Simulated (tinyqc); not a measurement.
Convergence with cell size: Koster-Slater impurity in a tight-binding band, by Green functions and by supercells. Computed by tinyqc, a small Python program. Command: `OMP_NUM_THREADS=1 python tinyqc.py 3015756 3015757 out.jsonl kosterslater walk`. One thread of a shared host (Intel(R) Xeon(R) Processor @ 2.30GHz), about 0.04 s of CPU time with the checks.

One orbital per site, e(k) = -2 t sum cos(k_i) over 3 direction(s), band from -6 t to 6 t, lattice constant 1. One site has the extra energy U. Spin is left out.

Inputs (values chosen for the exercise, for a model band): hopping t = 0.53 eV; impurity potential U = -2.61 eV.

Lattice: simple cubic.

Method:
- Outside the band G0(E) = (1/pi) int_0^pi dk (2/(pi z)) K(16 t^2/z^2), z = E + 2 t cos k, K the complete elliptic integral with parameter m; 200 Gauss-Legendre points.
- A bound state solves 1/U = G0(E).
- Bisection in ln(distance from the edge) between 1e-5 t and |U| + t. Weight on the impurity site: -1/(U^2 dG0/dE), by a central difference with step min(1e-4 t, distance/30). Decay length along an axis: 1/arccosh(1 + distance/(2 t)).
- In a periodic cell of N sites along each direction with Bloch vector K, the level solves 1/U = N^-d sum_k 1/(E - e(k)), k_i = (2 pi m_i + K_i)/N, m_i = 0..N-1; the outermost root on the side of U is taken (bisection). d is the number of directions. Gamma means K_i = 0, the zone corner K_i = pi, the quarter point K_i = pi/2.
- Even N; errors against the isolated level E_b, set to 0 below 1e-6 t.

level E_b = -3.36848 eV

decay length = 1.70116 sites

Error of the level (eV):
```
N   sites        Gamma      corner  quarter point
2       8  -5.8644e-01  7.5848e-01     7.8969e-02
4      64  -9.6399e-02  7.8969e-02     3.6610e-03
6     216  -2.1181e-02  1.5391e-02     2.4831e-04
8     512  -4.8119e-03  3.6610e-03     1.8330e-05
10   1000  -1.1367e-03  9.3766e-04     1.4142e-06
12   1728  -2.8147e-04  2.4831e-04              0
```

What follows from these numbers?

The error at Gamma falls exponentially, between the last two resolved rows by exp(-0.698) per site against 1/(decay length) = 0.588; the rest is the power-law prefactor of the Green function. Gamma and the corner err in opposite directions. Among the sizes listed an error below 1 meV is first reached at N = 12 at Gamma; at the quarter point N = 6 is enough.

Extremes, crossings and ranges named in words are read from the listed rows.
